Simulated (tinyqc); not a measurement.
Kinetics of strain relaxation and threading dislocations in mismatched semiconductor layers: one step, computed by the program tinyqc. Command: `OMP_NUM_THREADS=1 python tinyqc.py 3005465 3005466 out.jsonl threading walk`. One thread of a shared host (Intel(R) Xeon(R) Processor @ 2.30GHz), about 0.01 s of CPU time with the checks.

60-degree dislocations on {111} planes of a (001) layer, isotropic elasticity. The Schmid factor is 1/sqrt(6), and a misfit segment relieves strain with b/2.

Problem. Excess stress and glide velocity at the start. Excess resolved stress tau = (1/sqrt 6) [2 G (1 + nu)/(1 - nu)] (e - e_eq), e_eq = b (1 - nu/4) [ln(h/b) + 1]/(4 pi (1 + nu) h), the Matthews-Blakeslee strain of an uncapped layer; glide velocity v = v0 tau exp(-Q/(k_B T)), tau in MPa.

Inputs (values chosen for the exercise, modelled on Ge on Si):
```
quantity                    value         unit
misfit f                   0.0443            -
shear modulus G              55.7          GPa
Poisson ratio nu             0.26            -
Burgers vector b                4     angstrom
glide activation energy Q    1.63           eV
velocity prefactor v0       29000  m/s per MPa
layer thickness h              20           nm
anneal temperature T          576            K
```

Constants: k_B = 8.617333262e-05 eV/K.

Give: equilibrium strain e_eq; excess stress tau; mobility v/tau; initial velocity.

Solution.

equilibrium strain e_eq = 0.0058013

excess stress tau = 2981.2 MPa

mobility v/tau = 1.5868e-10 m/s per MPa

initial velocity = 0.47306 micrometre/s

Caution: at stresses above about 1 GPa the linear velocity law understates glide, as stress lowers the kink barrier. Caution: at such misfit the layer islands and relaxes during the first nanometres, so a uniform strained start is an idealisation.
